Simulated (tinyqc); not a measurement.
bcc against fcc: Finnis-Sinclair potential for a bcc metal: fit to cohesion and elasticity, then vacancy, surfaces and structure. Computed by tinyqc, a small Python program. Command: `OMP_NUM_THREADS=1 python tinyqc.py 3111990 3111991 out.jsonl fsfit walk`. One thread of a shared host (Intel(R) Xeon(R) Processor @ 2.30GHz), about 0.01 s of CPU time with the checks.

E = (1/2) sum V(r) - A sqrt(rho), rho = sum phi(r), phi = (r - d)^2 for r < d, V = (r - c)^2 (c0 + c1 r + c2 r^2) for r < c. In bcc the 8 first neighbours lie at sqrt(3) a/2 and the 6 second at a; both cut-offs lie below the third shell; Omega = a^3/2; E is per atom and z the number of atoms in a shell. The four constants A, c0, c1, c2 are fitted to E_c, zero pressure, B and C12 - C44 alone, so C44 and C11 - C12 are not matched singly; defects are unrelaxed.

Inputs (values chosen for the exercise, modelled on tantalum):

| quantity | value | unit |
|---|---|---|
| lattice constant a | 3.306 | angstrom |
| cohesive energy E_c | 8.15 | eV |
| target C11 | 272 | GPa |
| target C12 | 161 | GPa |
| target C44 | 84.2 | GPa |
| density cut-off d/a | 1.226 | - |
| pair cut-off c/a | 1.259 | - |

Constants: 1 eV/angstrom^3 = 160.2176634 GPa.

Method:
- rho = sum z phi, rho1 = sum z r phi', rho2 = sum z r^2 phi''. At zero pressure the effective pair part V + 2 F' phi obeys C12 = C44, so C12 - C44 = F'' (rho1/3)^2/Omega with F'' = A/(4 rho^(3/2)); this gives A.
- With v_k = (r - c)^2 r^k the rows are (1/2) sum z v_k, (1/2) sum z r v_k' and (1/2) sum z r^2 v_k''. With rho1 = sum z r phi' and rho2 = sum z r^2 phi'' the right-hand sides are: -E_c + A sqrt(rho) (cohesion); A rho1/(2 sqrt(rho)) (zero pressure); 9 B Omega + A [rho2/(2 sqrt(rho)) - rho1^2/(4 rho^(3/2))] with B = (C11 + 2 C12)/3.
- Solve the three equations.
- E of each lattice against the volume per atom, as a multiple of Omega; all neighbours inside the cut-offs are summed.

c0, c1, c2 (eV/angstrom^2, eV/angstrom^3, eV/angstrom^4): 0.108199  0.869935  -0.286890

A = 2.47583 eV/angstrom

Energies (eV/atom):

| V/Omega | bcc | fcc | fcc less bcc (meV) |
|---|---|---|---|
| 0.80 | -7.6132 | -7.3974 | 215.77 |
| 0.84 | -7.8191 | -7.5389 | 280.19 |
| 0.88 | -7.9707 | -7.6529 | 317.80 |
| 0.92 | -8.0732 | -7.7478 | 325.33 |
| 0.96 | -8.1315 | -7.8258 | 305.68 |
| 1.00 | -8.1500 | -7.8869 | 263.10 |
| 1.05 | -8.1233 | -7.9283 | 195.00 |
| 1.10 | -8.0479 | -7.9222 | 125.66 |
| 1.20 | -7.7761 | -7.7869 | -10.81 |

What does the comparison show, and why?

The lowest fcc row, at V/Omega = 1.05, lies +222 meV from the bcc minimum: the fit keeps bcc stable, though nothing in it asked for that.

Extremes, crossings and ranges named in words are read from the listed rows.
